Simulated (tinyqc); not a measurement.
What each parameter does: linear model of a band gap against the share of exact exchange.

E(alpha) = E0 + S alpha. A wider gap screens less, modelled in the Penn form eps(alpha) = 1 + (e0 - 1)(EP/(EP + S alpha))^2 with a scale EP chosen for the exercise. A dielectric-dependent hybrid takes alpha = 1/eps.

Inputs chosen for the exercise (of the order of those of GaP; shifted at random, so the results belong to these values and not to a real crystal): E0 = 1.59 eV (gap of the semi-local functional); S = 5.43 eV (slope dE/d(alpha)); e0 = 10.01 (optical dielectric constant at alpha = 0); EP = 11.5 eV (energy scale of the screening).

Fixed point alpha = 1/eps(alpha), gap and eps there.

Results for these values:
```
case,alpha,E (eV),eps
base,0.1093,2.184,9.147
```

What happens to each result for S = 5.973 eV, all else kept?

Answer: alpha rises from 0.1093 to 0.1104; E rises from 2.184 to 2.249; eps falls from 9.147 to 9.059.

The same for each parameter in turn:
```
case,alpha,E (eV),eps
base,0.1093,2.184,9.147
E0 = 1.749 eV,0.1093,2.343,9.147
S = 5.973 eV,0.1104,2.249,9.059
e0 = 11.011,0.0986,2.126,10.140
EP = 10.35 eV,0.1105,2.190,9.050
```

Computed by tinyqc, a small Python program: `OMP_NUM_THREADS=1 python tinyqc.py 1880309 1880310 out.jsonl` (the numbers bound the seed that draws the inputs); one thread of a shared host (Intel(R) Xeon(R) Processor @ 2.30GHz), about 0.01 s for the whole set of steps.
